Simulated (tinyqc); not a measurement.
Voltage: WKB tunnelling through a gate dielectric with a two-band (Franz) dispersion.

At depth x the conduction edge lies u(x) = phi - V x/t above the electron. Parabolic: kappa = sqrt(m u/c). Franz: kappa = sqrt(m u (1 - u/Eg)/c), which vanishes at both band edges. c = hbar^2/2m0. T = exp(-2 integral of kappa dx) over the region u > 0; no image force, no prefactor, zero transverse momentum. The region ends at x_e = min(t, phi t/V); x_e < t is the Fowler-Nordheim regime.

Constants: hbar^2/2m0 = 3.80998211 eV angstrom^2.

Inputs chosen for the exercise (of the size used for SiO2 on silicon; not measured data): Eg = 9.26 eV (gap of the dielectric); phi = 3.2 eV (barrier above the electron energy at the emitter); m = 0.45 m0 (mass at the conduction edge); t = 26 angstrom (thickness).

The same layer at other voltages.

Exponents 2 I and transmission:

| V (V) | shape | x_e (angstrom) | 2 I parabolic | 2 I Franz | T Franz |
|---|---|---|---|---|---|
| 0.25 | trapezoid | 26.00 | 31.336 | 25.608 | 7.56e-12 |
| 0.50 | trapezoid | 26.00 | 30.685 | 25.321 | 1.01e-11 |
| 1.00 | trapezoid | 26.00 | 29.323 | 24.645 | 1.98e-11 |
| 1.50 | trapezoid | 26.00 | 27.861 | 23.813 | 4.55e-11 |
| 2.00 | trapezoid | 26.00 | 26.269 | 22.792 | 1.26e-10 |
| 3.00 | trapezoid | 26.00 | 22.378 | 19.854 | 2.38e-09 |
| 4.00 | triangle | 20.80 | 17.050 | 15.155 | 2.62e-07 |
| 5.00 | triangle | 16.64 | 13.640 | 12.124 | 5.43e-06 |
| 6.00 | triangle | 13.87 | 11.367 | 10.104 | 4.09e-05 |

What can be read from this table?

While the barrier is a trapezoid T rises by a factor 315 from 0.25 to 3 V. Beyond V = phi = 3.2 V the path shortens and the exponent falls as 1/V: from 4 to 6 V it goes from 15.16 to 10.10, the ratio 0.667 = 4/6. The last row means 23.1 MV/cm; rows above about 12 MV/cm are past breakdown.

Program tinyqc; command `OMP_NUM_THREADS=1 python tinyqc.py 1450361 1450362 out.jsonl`; about 0.01 s on one thread of a shared Intel(R) Xeon(R) Processor @ 2.30GHz.
